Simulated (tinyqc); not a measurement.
# n-type polysilicon, carrier trapping at grain boundaries: effect of the doping

One-dimensional grains of size Lg, uniform ionised doping N, monovalent traps Qt at each boundary at a depth Et below (for electrons) or above (for holes) the band edge there, abrupt depletion of width W on each side of a boundary, Boltzmann statistics. xi is the distance from the band edge at the grain centre to the Fermi level. Trapped charge Qt/(1 + exp((xi + VB - Et)/Vt)) = 2 N W, barrier VB = q N W^2/(2 eps0 eps_r).

If the trap equation with xi = Vt ln(NB/N) has a root W < Lg/2, the grain is partly depleted; otherwise W = Lg/2 and the trap equation gives xi = Et - VB + Vt ln(Qt/(N Lg) - 1). N* = Qt/Lg. n0 = NB exp(-xi/Vt); mean density n0 (1 - 2 W/Lg) by charge balance in a partly depleted grain, and n0 (sqrt(pi)/2) erf(u)/u with u = sqrt(VB/Vt) in a fully depleted one; v = sqrt(kB T/(2 pi ms m0)); barrier resistivity Vt exp(VB/Vt)/(q fe n0 v Lg); grain resistivity (1 - 2 W/Lg)/(q n0 mug); effective mobility 1/(q mean density total resistivity). Rows with xi above 0.45 V, towards mid-gap, are left out, since the other carrier type is ignored.

Inputs (values chosen for the exercise); values of the order met in polycrystalline silicon: temperature T = 300 K; relative permittivity eps_r = 11.7; conduction-band density of states at T NB = 2.8e19 cm^-3; grain size Lg = 58 nm; trap density of a grain boundary Qt = 2.6e12 cm^-2; depth of the trap level from the majority band edge at the boundary Et = 0.44 eV; mass for thermionic emission ms = 0.56 m0; correction factor of the emission rate fe = 0.5; mobility inside the grains mug = 170 cm^2/(V s).

Constants: q = 1.602176634e-19 C, kB = 1.380649e-23 J/K, m0 = 9.1093837015e-31 kg, Vt = kB T/q, eps0 = 8.8541878128e-14 F/cm where lengths are in cm. Results are converted to the units shown.

Results:
```
N (cm^-3)	N/N*	depleted share 2 W/Lg	VB (V)	xi (V)	mean density (cm^-3)	resistivity (ohm cm)	effective mobility (cm^2/(V s))
8.4e16	0.1874	1.000	0.05463	0.4233	1.269e12	5.907e4	83.26
1.6e17	0.3569	1.000	0.1041	0.3512	1.552e13	2.454e4	16.38
6e17	1.338	0.7415	0.2145	0.09935	1.551e17	103.7	0.3882
1.2e18	2.677	0.3735	0.1089	0.08143	7.518e17	0.8898	9.331
2.3e18	5.131	0.1949	0.05682	0.06461	1.852e18	0.07346	45.89
4.3e18	9.592	0.1043	0.03039	0.04844	3.852e18	0.01931	83.91
8.4e18	18.74	0.05337	0.01556	0.03113	7.952e18	0.007501	104.6
```

Estimate the missing row, N = 3.1e17 cm^-3.

Computed row:
```
N (cm^-3)	N/N*	depleted share 2 W/Lg	VB (V)	xi (V)	mean density (cm^-3)	resistivity (ohm cm)	effective mobility (cm^2/(V s))
3.1e17	0.6915	1.000	0.2016	0.2175	1.970e15	6076	0.5215
```

With this row back in the table: As N goes from 8.4e16 to 8.4e18, VB goes from 0.0546 through a maximum of 0.215 (at N = 6e17 among the rows listed) to 0.0156 V, the resistivity falls from 59100 to 0.00750 ohm cm and the effective mobility goes from 83.3 through a minimum of 0.388 (at N = 6e17 among the rows listed) to 105 cm^2/(V s). The steepest fall of the resistivity among the rows, as N^(-6.9), lies between N = 6e17 and 1.2e18 cm^-3; N* = 4.48e17 cm^-3. While the grain is fully depleted VB grows as N; once the traps are full it falls as 1/N. For N = 2.3e18, 4.3e18, 8.4e18 xi is under 2.5 Vt, where Boltzmann statistics begin to fail. For N = 8.4e18 VB is below Vt, where abrupt depletion and thermionic emission are rough. For N = 6e17 the grain is near the changeover between partial and full depletion, within a few Debye lengths, where both limits are rough.

Program tinyqc, `OMP_NUM_THREADS=1 python tinyqc.py 2830161 2830162 out.jsonl`; Intel Xeon 2.30GHz, shared host, one thread, about 0.01 s.
